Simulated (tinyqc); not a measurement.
Transfer length from front and end resistance.

Problem. A contact of length d and width W has Rc = (Rsh Lt/W) coth(d/Lt) and Re = (Rsh Lt/W)/sinh(d/Lt), with Rsh the sheet resistance under the metal and Lt = sqrt(rc/Rsh). Find Lt, Rsh and rc.

Inputs (values chosen for the exercise):
- d = 0.8 um (contact length)
- W = 9.3 um (contact width)

Rc = 22.353136 ohm
Re = 15.136419 ohm

Solution. Rc/Re = cosh(d/Lt) gives Lt, and Re then gives Rsh.

Lt = 0.8498 um
Rsh = 180.0 ohm/sq
rc = 1.300e-6 ohm cm^2

Numbers from tinyqc (`OMP_NUM_THREADS=1 python tinyqc.py 2760124 2760125 out.jsonl`; about 0.01 s on one thread of a shared Intel Xeon 2.30GHz).
